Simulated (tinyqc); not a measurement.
# Floating body of a partially depleted SOI transistor: body voltage and kink: what changes with what

Source at 0 V. Channel current Ic = 2 nf K Vt^2 [F(0) - F(Vd)](1 + la Vd), F(V) = ln^2(1 + exp((Vg - VT - nf V)/(2 nf Vt))), VT = VT0 - gb Vb. Saturation voltage Vs = 2 Vt sqrt(F(0)) + 3 Vt, excess Ve = (Vd - Vs + sqrt((Vd - Vs)^2 + 0.0004 V^2))/2, multiplication M1 = Ai Ve exp(-Bl/Ve). Each junction passes D(v) = J1 (exp(v/Vt) - 1) + J2 (exp(v/(2 Vt)) - 1). Bipolar current Ib = bb J1 (exp(Vb/Vt) - 1). The body settles where M1 (Ic + Ib) = D(Vb) + D(Vb - Vd) + Vb/Rb; drain current Id = (1 + M1)(Ic + Ib) - D(Vb - Vd).

Inputs (values chosen for the exercise); values of the order met in partially depleted silicon-on-insulator transistors:
- T = 358 K (temperature)
- VT0 = 0.34 V (threshold at zero body voltage)
- gb = 0.15 (fall of the threshold per volt of body voltage)
- nf = 1.18 (slope factor)
- K = 150 uA/(V^2 um) (gain factor per width)
- la = 0.04 1/V (channel-length modulation factor)
- Ai = 3.85 1/V (impact-ionisation prefactor)
- Bl = 5.2 V (impact-ionisation voltage)
- J1 = 3.8e-10 uA/um (diffusion saturation current of each junction)
- J2 = 1e-8 uA/um (recombination saturation current of each junction)
- bb = 3 (gain of the lateral bipolar transistor on the diffusion current)
- Rb = 1e9 kohm um (resistance of a weak body tie to the source (1e9 stands for no tie, and the term is then dropped))
- Vg = 0.92 V (gate voltage)
- Vd = 1.9 V (drain voltage)

Constants: q = 1.602176634e-19 C, kB = 1.380649e-23 J/K, Vt = kB T/q. Results are converted to the units shown.

Each table varies one quantity; the others keep the values above.

## Output curve and kink

Rows with more than one solution for Vb (latch) are left out; dId/dVd by a forward difference over 1e-4 V, swing = 1e-4 V over the change of log10 Id; M1 under 1e-12 is printed as 0.

Output curve and kink:

| Vd (V) | Vb (V) | M1 | Id, floating (uA/um) | Id, grounded (uA/um) | ratio | dId/dVd, floating (uS/um) | dId/dVd, grounded (uS/um) |
|---|---|---|---|---|---|---|---|
| 1 | 0.3473 | 1.219e-6 | 26.41 | 22.24 | 1.188 | 15.16 | 0.8597 |
| 1.16 | 0.4815 | 8.151e-5 | 28.30 | 22.38 | 1.265 | 9.404 | 0.9594 |
| 1.32 | 0.5613 | 0.001025 | 29.64 | 22.57 | 1.313 | 7.976 | 1.455 |
| 1.48 | 0.6143 | 0.005461 | 31.09 | 22.88 | 1.359 | 10.98 | 2.654 |
| 1.64 | 0.6528 | 0.01789 | 33.48 | 23.46 | 1.427 | 20.16 | 4.658 |
| 1.8 | 0.6834 | 0.04347 | 38.08 | 24.41 | 1.560 | 39.78 | 7.381 |

Read the table: what changes, and by how much?

Vb rises from 0.347 to 0.683 V and the ratio of the currents rises from 1.19 to 1.56. The output conductance with a floating body exceeds the grounded value by the largest factor among the rows, 17.6, at Vd = 1 V, where Vb = 0.347 V and M1 = 1.22e-6.

## Transfer curve and swing

Same model as above.

Transfer curve and swing:

| Vg (V) | Vb (V) | M1 | Id, floating (uA/um) | Id, grounded (uA/um) | ratio | swing, floating (mV/decade) | swing, grounded (mV/decade) |
|---|---|---|---|---|---|---|---|
| 0.29 | 0.7658 | 0.3307 | 92.16 | 0.08257 | 1116 | -25.34 | 102.8 |
| 0.39 | 0.7085 | 0.2845 | 16.15 | 0.5806 | 27.82 | -5920 | 140.7 |
| 0.49 | 0.7075 | 0.2317 | 18.42 | 2.219 | 8.300 | 1115 | 214.0 |
| 0.59 | 0.7081 | 0.1831 | 22.84 | 5.376 | 4.248 | 1072 | 317.2 |
| 0.69 | 0.7075 | 0.1408 | 28.11 | 9.969 | 2.820 | 1151 | 436.9 |

Vb moves up and down between 0.707 and 0.766 V. The smallest swing among the rows is -5920 mV a decade with a floating body (at Vg = 0.39 V) and 103 with a grounded one; Vt ln 10 = 71.0. The floating swing is smaller by more than 3 % for Vg = 0.29, 0.39 V, where the rising Vb lowers the threshold as Vg rises. In the first row the floating body raises the current by a factor of 1120.

Range of the model: The multiplication law is an empirical form chosen for the exercise; self-heating and capacitive coupling to the body are left out, and the linear laws are rough once Vb passes about 0.7 V or M1 about 0.1.

Numbers from tinyqc (`OMP_NUM_THREADS=1 python tinyqc.py 2182027 2182028 out.jsonl`; about 0.2 s on one thread of a shared Intel Xeon 2.30GHz).
